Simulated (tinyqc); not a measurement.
Undoped symmetric double-gate MOSFET, analytic potential model: one step of the calculation.

An undoped body of thickness ts between two equal insulators and tied gates; long channel, electrons only, n = ni exp((psi - V)/Vt) with V the quasi-Fermi potential (0 at the source, Vd at the drain), constant mobility, no quantisation. Across the body psi(x) = V - 2 Vt ln[(ts/(2 beta)) sqrt(q ni/(2 eps0 eps_r Vt)) cos(2 beta x/ts)], x from the centre. Q is the electron charge per area of the whole body.

Question. Potential and electron density across the body at the source. psi(x) as above with V = 0 and beta = beta_s; n = ni exp(psi/Vt).

Values chosen for this exercise; material values close to those of In0.53Ga0.47As: temperature T = 250 K; relative permittivity of the semiconductor eps_r = 13.9; body thickness ts = 15 nm.

Constants: q = 1.602176634e-19 C, kB = 1.380649e-23 J/K, Vt = kB T/q, eps0 = 8.8541878128e-14 F/cm where lengths are in cm. Results are converted to the units shown.

x/ts, point 0 to 6: 0  0.1  0.2  0.3  0.4  0.45  0.5
beta_s = 0.23560958
ni = 3.3680265e10 cm^-3

Find: psi; n.

Answer.

```
point  psi (V)  n (cm^-3)
0       0.2970   3.266e16
1       0.2970   3.274e16
2       0.2972   3.296e16
3       0.2974   3.332e16
4       0.2977   3.385e16
5       0.2979   3.418e16
6       0.2982   3.455e16
```

The density at the surface is 1.06 times that at the centre (1/cos^2 beta).

Numbers from tinyqc (`OMP_NUM_THREADS=1 python tinyqc.py 2440041 2440042 out.jsonl`; about 0.01 s on one thread of a shared Intel Xeon 2.30GHz).
